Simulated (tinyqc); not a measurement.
Slope factor and drain-induced lowering from three currents.

Inverse problem. With source and body at 0 V, I = A exp((Vg + dd Vd)/(nf Vt)) (1 - exp(-Vd/Vt)). Find nf, the swing nf Vt ln 10 and dd.

Inputs (values chosen for the exercise):
```
symbol  value  unit      meaning
T         300     K  temperature
```

Constants: q = 1.602176634e-19 C, kB = 1.380649e-23 J/K, Vt = kB T/q. Results are converted to the units shown.

currents at (Vg, Vd) = (0, 0.05), (0, 1) and (0.11, 1) V (nA/um): 0.0013544920  0.012371229  0.24247315

Answer. The pair at equal Vd gives nf; the pair at equal Vg, after dividing out the factors 1 - exp(-Vd/Vt), gives dd.

nf = 1.430
swing = 85.12 mV/decade
dd = 0.08000

tinyqc, about 0.03 s, one thread, Intel Xeon 2.30GHz (shared host): `OMP_NUM_THREADS=1 python tinyqc.py 2242030 2242031 out.jsonl`
